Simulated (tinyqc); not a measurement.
Range and order of the fit: effective mass of the conduction band from tabulated energies.

c = hbar^2/2m0. A uniform scatter of up to 0.1 meV has been added to mimic numerical noise.
Constants: hbar^2/2m0 = 3.80998211 eV angstrom^2.

Energies along [100], from the band edge:

| k (1/angstrom) | E (meV) |
|---|---|
| 0.000000 | 0.00000 |
| 0.006600 | 2.45010 |
| 0.013200 | 9.89970 |
| 0.019800 | 22.03160 |
| 0.026400 | 38.90390 |
| 0.033000 | 59.90370 |
| 0.039600 | 84.99910 |
| 0.046200 | 113.96370 |
| 0.052800 | 146.35300 |

reference mass (curvature of the model at k = 0.0001 1/angstrom) = 0.066900 m0

Least-squares fits of E = a k^2 (+ b k^4 + d k^6) over points 1 to n, and the line y = c k^2/E against E; errors of m against the reference.

Results:

| n | E at point n (meV) | one term (%) | two terms (%) | three terms (%) | line (%) | rms residual, one term (meV) |
|---|---|---|---|---|---|---|
| 3 | 22.0 | 1.16 | -0.37 | 1.88 | 0.79 | 0.057 |
| 4 | 38.9 | 1.78 | 0.19 | -0.51 | 0.61 | 0.101 |
| 5 | 59.9 | 2.89 | -0.19 | 0.34 | 0.41 | 0.291 |
| 6 | 85.0 | 4.12 | -0.05 | -0.20 | 0.29 | 0.550 |
| 7 | 114.0 | 5.41 | 0.30 | -0.40 | 0.25 | 0.893 |
| 8 | 146.4 | 6.82 | 0.60 | -0.21 | 0.23 | 1.382 |

What does the comparison show?

The error of the parabola goes from +1.16 to +6.82 % as the range widens, and at n = 8 its residual, 1.38 meV, is only 0.9 % of the top energy: a small residual does not vouch for the mass. Over the full range (n = 8) the best form is three terms (0.21 %); the line errs by +0.79 % at n = 3 and +0.23 % at n = 8. Many terms on few points amplify the scatter: three terms err by +1.9 % at n = 3 but by -0.2 % at n = 8.

(tinyqc, `OMP_NUM_THREADS=1 python tinyqc.py 1850020 1850021 out.jsonl`, Intel(R) Xeon(R) Processor @ 2.30GHz, 1 thread, shared host, about 0.01 s.)
